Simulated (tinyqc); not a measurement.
Bandgap voltage reference from two bipolar transistors: two steps of the calculation.

Two transistors of area 1 and N carry the same current I. Is(T) = Is (T/T0)^eta exp[(Vg0 q/kB)(1/T0 - 1/T)], VBE1 = Vt ln(I/Is(T)) + I rb, VBE2 = Vt ln(I/(N Is(T))) + I rb/N. The amplifier forces I R1(T) = VBE1 - VBE2 + Vos, with R(T) = R (1 + tc (T - T0)) for both resistors, and the output is Vref = VBE1 + I R2(T). Base currents and the Early effect are neglected.

Inputs (values chosen for the exercise); values of the order met in silicon bipolar transistors:
```
symbol,value,unit,meaning
T0,300,K,reference temperature
Vg0,1.185,V,band-gap voltage extrapolated to 0 K
eta,3.7,,temperature exponent of the saturation current
Is,1.8e-17,A,saturation current of the unit transistor at T0
N,10,,area ratio of the second transistor
R1,4.8,kohm,"resistor across which the difference of VBE falls, at T0"
tc,0,ppm/K,temperature coefficient of both resistors
Vos,-2.1,mV,offset of the amplifier
rb,0,ohm,series resistance of the unit transistor
R2,43.03,kohm,output resistor at T0
T,253,K,temperature
```

Constants: q = 1.602176634e-19 C, kB = 1.380649e-23 J/K. Results are converted to the units shown.

Question 1. Operating point at the reference temperature. Vt = kB T/q; I = (Vt ln N + Vos)/(R1(T) - rb (1 - 1/N)). Evaluate at T = T0.

Give: Vt; I; Is(T); VBE1; I R2; Vref.

Answer 1.

Vt = 0.025852 V
I = 11.964 uA
Is(T) = 1.8000e-17 A
VBE1 = 0.70376 V
I R2 = 0.51480 V
Vref = 1.2186 V

Question 2. Operating point at another temperature. 

Find: Vt; I; Is(T); VBE1; I R2; Vref.

Answer 2.

Vt = 0.02180 V
I = 10.02 uA
Is(T) = 1.920e-21 A
VBE1 = 0.7890 V
I R2 = 0.4312 V
Vref = 1.220 V

From T0 to T, VBE1 changes by 85.3 mV and I R2 by -83.6 mV, which leaves 1.67 mV in Vref.

Computed by the program tinyqc: `OMP_NUM_THREADS=1 python tinyqc.py 2062172 2062173 out.jsonl`, one thread of a shared Intel Xeon 2.30GHz, about 0.02 s for the whole run.
